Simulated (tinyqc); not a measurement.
# Thermoelectric coefficients of one resonant level, Landauer integrals: two studies

Transmission X(x) = (g/2)^2/[(x - y)^2 + (g/2)^2] with x = (E - EF)/kB T, two spin channels. I_k = int X x^k w dx over all x, w = 1/(4 cosh^2(x/2)).

Inputs (values chosen for the exercise): temperature T = 4 K; full width of the level over kB T g = 0.99; level position (E0 - EF)/kB T y = 4.7; phonon heat conductance in units of pi^2 kB^2 T/(3 h) kp = 0.032.

Constants: q = 1.602176634e-19 C, kB = 1.380649e-23 J/K, h = 6.62607015e-34 J s. Results are converted to the units shown.

Each table varies one quantity; the others keep the values above.

## Effect of the level position

G = (2 q^2/h) I_0, S = -(kB/q) I_1/I_0, L/L0 = [I_2/I_0 - (I_1/I_0)^2]/(pi^2/3), K_e = (2 kB^2 T/h)(I_2 - I_1^2/I_0), ZT = G S^2 T/(K_e + K_ph), K_ph = kp pi^2 kB^2 T/(3 h).

Effect of the level position:
```
y    G (uS)  S (uV/K)    L/L0       ZT  ZT without phonons
0.5   22.53    -33.28  0.1777   0.1948              0.2551
1.6   15.42    -103.7  0.2520    1.326               1.749
2.6   8.680    -159.8  0.4215    1.853               2.481
3.7   4.155    -204.9  0.7832    1.589               2.195
4.7   2.129    -223.7   1.290    1.094               1.588
5.8   1.093    -216.2   1.911   0.6283               1.001
6.8  0.6544    -189.0   2.294   0.3492              0.6375
7.9  0.4138    -150.3   2.350   0.1729              0.3933
8.9  0.2963    -117.7   2.147  0.08964              0.2643
10   0.2197    -90.34   1.836  0.04466              0.1819
```

G falls from 22.5 to 0.220 uS; |S| goes from 33.3 through a maximum of 224 (at y = 4.7 among the rows listed) to 90.3 uV/K: far from the level its Lorentzian tail at EF carries the current, and S falls back towards the Mott value. L/L0 goes from 0.178 through a maximum of 2.35 (at y = 7.9 among the rows listed) to 1.84, and ZT goes from 0.195 through a maximum of 1.85 (at y = 2.6 among the rows listed) to 0.0447.

## Effect of the level width

Same model as above.

Effect of the level width:
```
g       G (uS)  S (uV/K)    L/L0       ZT  ZT without phonons
0.042  0.04777    -389.5  0.2075   0.2374               29.94
0.1     0.1206    -370.3  0.4382   0.5239               12.81
0.25    0.3450    -329.9  0.8312    1.007               5.360
0.6      1.057    -267.1   1.198    1.231               2.436
1.4      3.524    -192.9   1.285   0.9309               1.186
3.5      13.27    -116.9   1.107   0.4658              0.5052
8.4      36.87    -57.44  0.9602   0.1359              0.1406
20       62.90    -19.26  0.9525  0.01562             0.01594
```

What does the table show?

ZT without phonons falls from 29.9 to 0.0159, while ZT with phonons goes from 0.237 through a maximum of 1.23 (at g = 0.6 among the rows listed) to 0.0156; L/L0 goes from 0.207 through a maximum of 1.29 (at g = 1.4 among the rows listed) to 0.952. A narrow level filters energy well but conducts little, so a fixed phonon conductance sets a best width.

tinyqc, about 0.02 s, one thread, Intel Xeon 2.30GHz (shared host): `OMP_NUM_THREADS=1 python tinyqc.py 2800031 2800032 out.jsonl`
